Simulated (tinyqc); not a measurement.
An infinitely deep well in a field (quantum-confined Stark shift), Airy functions: the Stark shift against well width.

Hard walls at x = -L/2 and +L/2; between them U(x) = -F x (eV, zero at the centre). C = hbar^2/(2 m0), e = (C F^2/m1)^(1/3), z1 = (F L/2 - E)/e at the left wall and z2 = (-F L/2 - E)/e at the right wall. Levels are the roots of D(E) = Ai(z1) Bi(z2) - Ai(z2) Bi(z1).

Exact shifts E_n(F) - E_n(0) from the roots of D; <x> = -dE_1/dF. E_n(0) = C (n pi/L)^2/m1; second-order shift m1 F^2 L^4 (1 - 15/(pi n)^2)/(48 C pi^2 n^2).

Parameters, values chosen for the exercise:

| symbol | value | unit | meaning |
|---|---|---|---|
| m1 | 0.067 | m0 | mass |
| F | 0.0011 | V/nm | field |

Constants: q = 1.602176634e-19 C, hbar = 1.054571817e-34 J s, m0 = 9.1093837015e-31 kg, hbar^2/(2 m0) = 0.0380998212 eV nm^2. Results are converted to the units shown.

The Stark shift against well width:
```
L (nm)	F L/E_1(0)	shift of level 1 (meV)	second order, 1 (meV)	shift of level 2 (meV)	second order, 2 (meV)	<x> of level 1 (nm)
8.7	0.1291	-0.01338	-0.01338	0.003988	0.003989	0.02432
10.9	0.2538	-0.03295	-0.03296	0.009824	0.009828	0.05991
13.2	0.4508	-0.07085	-0.07088	0.02111	0.02114	0.1288
15.5	0.7299	-0.1346	-0.1348	0.04005	0.04019	0.2445
17.7	1.087	-0.2286	-0.2292	0.06782	0.06834	0.4147
20	1.568	-0.3718	-0.3736	0.1097	0.1114	0.6727
22.2	2.144	-0.5621	-0.5671	0.1642	0.1691	1.013
24.5	2.882	-0.8280	-0.8412	0.2380	0.2509	1.482
```

The shift of level 1 falls from -0.0134 to -0.828 meV, as L^(4.00) between the first two rows and L^(3.93) between the last two (second order: power 4). Second order is within 0.01 % of it in size in the first row and 1.6 % above it in the last. The shift of level 2 rises from 0.00399 to 0.238 meV.

tinyqc, about 0.02 s, one thread, Intel Xeon 2.30GHz (shared host): `OMP_NUM_THREADS=1 python tinyqc.py 2580018 2580019 out.jsonl`
